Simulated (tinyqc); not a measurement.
Bound state above the band: recursion (Haydock) method for the local density of states: impurity site of a square lattice.

One orbital a site at energy 0, hopping -t to the 4 nearest neighbours of a square lattice; the start u0 is a site in the bulk, with energy V. Recursion: a_n = <u_n|H|u_n>, b_(n+1) u_(n+1) = (H - a_n) u_n - b_n u_(n-1), b > 0. G(z) = 1/(z - a0 - b1^2/(z - a1 - b2^2/(...))), z = E + i eta. After n levels the tail is b_n^2 T with the square-root terminator T = (z - sqrt(z - 2b) sqrt(z + 2b))/(2 b^2), b = 2t so that the band edges lie at -/+ 4t.

Values chosen for the exercise: t = 1.45 eV (hopping).

A level solves G0(E) = 1/V for E above the band, G0 being the fraction for V = 0 with m levels and terminator; a dash: none.

Level (eV):
```
V/t  V (eV)  3 levels  7 levels
0.5   0.725         -         -
1.0   1.450         -         -
2.0   2.900    5.8614    5.8812
3.0   4.350    6.3910    6.3974
3.5   5.075    6.8174    6.8203
4.0   5.800    7.3151    7.3165
4.5   6.525    7.8636    7.8642
6.0   8.700    9.6903    9.6904
8.0  11.600   12.3356   12.3356
```

threshold V/t with 7 levels = 1.272

In two dimensions G0 diverges logarithmically and any V binds, but a fraction with a square-root tail has a finite edge value and sets a false threshold, V/t = 1.27 with 7 levels; well above it the levels are sound. At V = 8t three and seven levels give 12.3356 and 12.3356 eV.

Program tinyqc; command `OMP_NUM_THREADS=1 python tinyqc.py 1480799 1480800 out.jsonl`; about 0.01 s on one thread of a shared Intel(R) Xeon(R) Processor @ 2.30GHz.
